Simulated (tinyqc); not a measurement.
Cahn-Hilliard equation on a periodic one-dimensional grid. Changing the mean composition c0. Computed by tinyqc, a small Python program. Command: `OMP_NUM_THREADS=1 python tinyqc.py 3001080 3001081 out.jsonl cahn sweep`. One thread of a shared host (Intel(R) Xeon(R) Processor @ 2.30GHz), about 0.2 s of CPU time with the checks.

Free energy F = h sum_j [A (c_j^2 - 1)^2/4 + (kappa/2) ((c_(j+1) - c_j)/h)^2]; dc/dt = Lap(mu), mu = A (c^3 - c) - kappa Lap(c), Lap(y)_j = (y_(j+1) - 2 y_j + y_(j-1))/h^2, mobility 1; the grid has n = 16 points.

Inputs (values chosen for the exercise, in reduced units):
```
quantity                    value  unit
spacing h                     1.1     -
well depth A                  1.4     -
gradient coefficient kappa   0.82     -
noise amplitude              0.05     -
time step dt                  0.2     -
end time                      150     -
```

Scheme: semi-implicit Fourier.

random numbers: -0.081  -0.770  -0.701  0.059  0.718  -0.286  -0.412  -0.485  0.488  -0.295  0.053  -0.018  -0.383  -0.548  0.244  0.061

Method:
- f'' = A (3 c0^2 - 1). Mode m has lambda_m = (4/h^2) sin^2(pi m/n) and the rate w_m = -lambda_m (f'' + kappa lambda_m). In the continuum the fastest wavelength is 2 pi sqrt(2 kappa/|f''|) with the rate f''^2/(4 kappa). Explicit steps near c = +-1, where f'' = 2A, are stable for dt < 2/(16 kappa/h^4 + 8 A/h^2).
- Start: c_j = c0 + amplitude x (z_j - mean of z).
- With Fourier components y_m = sum_j y_j exp(-2 pi i j m/n): c_m(new) = [c_m - dt lambda_m N_m]/(1 + dt kappa lambda_m^2), N = A (c^3 - c), lambda_m = (4/h^2) sin^2(pi m/n).
- Run to the end time; break off if |c| exceeds 3 or F has risen by more than 1e-9 in more than 30 steps. Domains = stretches with c > c0.

One run for each value:
```
mean composition c0  fastest wavelength  largest rate  F at the end       f''
-0.36                            8.6985       0.22323        1.8988  -0.85568
-0.24                            7.4771       0.40889        3.7423  -1.15808
-0.12                            6.9523       0.54705        3.7570  -1.33952
0.00                             6.8005       0.59756        3.7767  -1.40000
0.12                             6.9523       0.54705        3.7570  -1.33952
0.24                             7.4771       0.40889        1.8983  -1.15808
0.36                             8.6985       0.22323        1.8988  -0.85568
```

Describe and explain the trends.

Over the rows, fastest wavelength goes from 8.70 through a minimum among these rows, 6.80 at 0, to 8.70; largest rate goes from 0.223 through a maximum among these rows, 0.598 at 0, to 0.223; F at the end lies between 1.90 and 3.78 without a single trend. The spinodal lies at |c0| = 1/sqrt(3) = 0.577, where the wavelength diverges and the rate vanishes. Left out: -0.480, 0.480 (no mode grows enough within the run).

Extremes, crossings and ranges named in words are read from the listed rows.
